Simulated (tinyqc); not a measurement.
Worked calculation: estimate of lattice thermal conductivity from elastic moduli (Slack, Klemens and Cahill formulas). Computed by tinyqc, a small Python program that keeps every step. Command: `OMP_NUM_THREADS=1 python tinyqc.py 3012952 3012953 out.jsonl slack walk`. One thread of a shared host (Intel(R) Xeon(R) Processor @ 2.30GHz), about 0.01 s of CPU time with the checks. Intermediate numbers are printed to about 5 digits and carried at full precision; extremes and crossings named in words are read from the listed rows.

An isotropic solid.

Inputs (values chosen for the exercise, for a model crystal):

| quantity | value | unit |
|---|---|---|
| bulk modulus B | 26.2 | GPa |
| shear modulus G | 11.4 | GPa |
| volume per atom V | 30 | angstrom^3 |
| mean atomic mass M | 18.5 | u |
| atoms per primitive cell n | 2 | - |
| temperature T | 300 | K |
| disorder parameter Gamma | 0.026 | - |
| grain size d | 12000 | nm |

Grueneisen parameter: from the Poisson ratio.

Constants: u = 1.6605390666e-27 kg; hbar = 1.054571817e-34 J s; k_B = 1.380649e-23 J/K; h = 6.62607015e-34 J s.

## Velocities, Poisson ratio and Debye temperature

rho = M/V; vL = sqrt((B + 4G/3)/rho), vT = sqrt(G/rho); v_m = [(vL^-3 + 2 vT^-3)/3]^(-1/3); Poisson ratio sigma = (3B - 2G)/(6B + 2G); Theta = hbar v_m (6 pi^2/V)^(1/3)/k_B.

density rho = 1024.0 kg/m^3

vL = 6358.4 m/s

vT = 3336.6 m/s

v_m = 3731.7 m/s

Poisson ratio sigma = 0.31

Debye temperature Theta = 357.55 K

## Grueneisen parameter

Empirical rule gamma = (3/2) (1 + sigma)/(2 - 3 sigma).

Grueneisen parameter gamma = 1.8364

## Conductivity of the perfect crystal

Slack, an estimate for T near or above Theta_a: kappa = A M Theta_a^3 delta n^(1/3)/(gamma^2 T) in W/(m K), with M in u, delta = V^(1/3) in angstrom, Theta_a = Theta n^(-1/3) and A = 2.43e-6/(1 - 0.514/gamma + 0.228/gamma^2).

acoustic Debye temperature Theta_a = 283.79 K

A = 3.0849e-06

kappa of the perfect crystal = 5.0469 W/(m K)

## Point defects and grains

High-temperature forms with the classical heat capacity. Klemens: kappa/kappa_0 = arctan(u)/u, u^2 = pi^2 Theta V Gamma kappa_0/(h v_m^2). Grains: 1/kappa_poly = 1/kappa + 1/(C v_m d/3), C = 3 k_B/(n V), the acoustic branches alone.

disorder scale u = 1.2270

kappa with point defects = 3.6483 W/(m K)

grain-boundary limit = 10304 W/(m K)

kappa of the polycrystal = 3.6470 W/(m K)

Point defects remove 28 % of kappa. Grains remove a further 0 %.

## Minimum conductivity

Cahill minimum: kappa_min = (pi/6)^(1/3) k_B V^(-2/3) sum over L, T, T of v (T/Theta_i)^2 int_0^(Theta_i/T) x^3 e^x/(e^x - 1)^2 dx, Theta_i = Theta v_i/v_m (64 Gauss-Legendre points). Its high-temperature limit is (1/2) (pi/6)^(1/3) k_B V^(-2/3) (vL + 2 vT).

kappa_min = 0.67820 W/(m K)

its high-temperature limit = 0.75099 W/(m K)

kappa_poly/kappa_min = 5.3775

## All estimates against temperature

The formulas are those given above.

Kappa (W/(m K)):

| T (K) | perfect crystal | with point defects | polycrystal | minimum |
|---|---|---|---|---|
| 200 | 7.5704 | 4.9552 | 4.9528 | 0.60585 |
| 300 | 5.0469 | 3.6483 | 3.6470 | 0.67820 |
| 400 | 3.7852 | 2.9058 | 2.9050 | 0.70812 |
| 550 | 2.7529 | 2.2365 | 2.2360 | 0.72765 |
| 750 | 2.0188 | 1.7168 | 1.7165 | 0.73824 |
| 1000 | 1.5141 | 1.3331 | 1.3329 | 0.74376 |
| 1300 | 1.1647 | 1.0524 | 1.0523 | 0.74670 |
| 1700 | 0.8906 | 0.8224 | 0.8223 | 0.74848 |

The perfect crystal follows 1/T. With point defects the exponent runs from -0.76 to -0.92 (the strong-disorder limit is -1/2), and with grains from -0.75 to -0.92. At the highest T it is still 1.1 times the minimum. Rows below Theta_a = 284 K are outside the range of the Slack formula.

Checks made by the program: arctan(u)/u against the Debye integral of 1/(1 + u^2 y^2) (relative difference below 1e-10).
